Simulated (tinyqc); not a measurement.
Inside a calculation. Method: tight binding, honeycomb lattice. One step of it, computed by the program tinyqc.

Task: Levels at k. Diagonalise the Hermitian matrix.

H(k) at k (eV):
```
                    A                   B
A            1.978245  0.031821+3.114349i
B  0.031821-3.114349i           -1.978223
```

Give: eigenvalues; weights |c|^2 of the basis functions.

Result:

eigenvalues (eV): -3.6896  3.6897

weights |c|^2 of the basis functions:
```
   band 1  band 2
A  0.2319  0.7681
B  0.7681  0.2319
```
